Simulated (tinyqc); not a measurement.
Do the excited 1s states matter for ionisation? Model: valley-orbit splitting of a donor ground state, with strain. Computed by tinyqc, a small Python program. Command: `OMP_NUM_THREADS=1 python tinyqc.py 3013543 3013544 out.jsonl valleyorbit walk`. One thread of a shared host (Intel(R) Xeon(R) Processor @ 2.30GHz), about 0.01 s of CPU time with the checks.

The basis is the 1s envelope in each valley; energies are counted from the unstrained conduction-band edge. The strain is e_s (a a^T - 1/3) for the unit stress axis a, so valley j along n_j moves by Xi_u e_s w_j with w_j = (n_j.a)^2 - 1/3: +2/3 for [111], -2/9 for the others.

Inputs (values chosen for the exercise, modelled on donors in germanium): single-valley binding energy E_0 = 10 meV; central-cell shift Lambda = 0.95 meV; coupling Delta_1 = 0.91 meV; shear deformation potential Xi_u = 16.6 eV; donor density N_D = 2.6e+16 cm^-3; density-of-states mass of one valley m_e = 0.223 m_0.

Valleys: four along <111>. Stress axis: [111].

Constants: k_B = 8.617333262e-05 eV/K; m_0 = 9.1093837015e-31 kg; k_B = 1.380649e-23 J/K; h = 6.62607015e-34 J s.

Method:
- By symmetry: E(A1) = E_0 + Lambda + 3 Delta_1 (one state), E(T2) = E_0 + Lambda - Delta_1 (three), as binding energies.
- H_jj = -(E_0 + Lambda) + Xi_u e_s w_j; H_jk = -Delta_1 between any two valleys.
- z = sum over levels of exp(-(E - E_ground)/k_B T), the ground-state share being 1/z; N_c = 2 (2 pi m_e k_B T/h^2)^(3/2) sum_j exp(-(shift_j - lowest shift)/k_B T); n1 = N_c/(2 z) exp(-binding/k_B T), binding = lowest shift - E_ground; without compensation n = 2 N_D/(1 + sqrt(1 + 4 N_D/n1)) (Boltzmann statistics; p and higher states left out).
- No strain here. The last two columns set z = 1, with the A1 depth, or use one level at E_0 with z equal to the number of valleys.

E(A1) = 13.68 meV

Ionised share:
```
T (K)       z  all 1s states  ground state alone  no splitting
7.9    1.0143     4.0066e-05          4.0351e-05    3.0102e-04
13.0   1.1164     2.8538e-03          3.0151e-03    7.7725e-03
20.0   1.3630     2.9823e-02          3.4729e-02    5.0100e-02
29.0   1.6991     1.1549e-01          1.4777e-01    1.5374e-01
40.0   2.0435     2.6020e-01          3.4894e-01    3.0698e-01
63.0   2.5344     5.3654e-01          6.9402e-01    5.7439e-01
110.0  3.0434     8.1183e-01          9.2051e-01    8.2624e-01
```

What follows from these numbers?

z grows from 1.014 to 3.04 of at most 4. Leaving out the excited states overstates the ionised share by up to 34.1 % (at 40.0 K); ignoring the splitting misses by a factor 7.51 at the lowest T and 1.02 at the highest.

Extremes, crossings and ranges named in words are read from the listed rows.
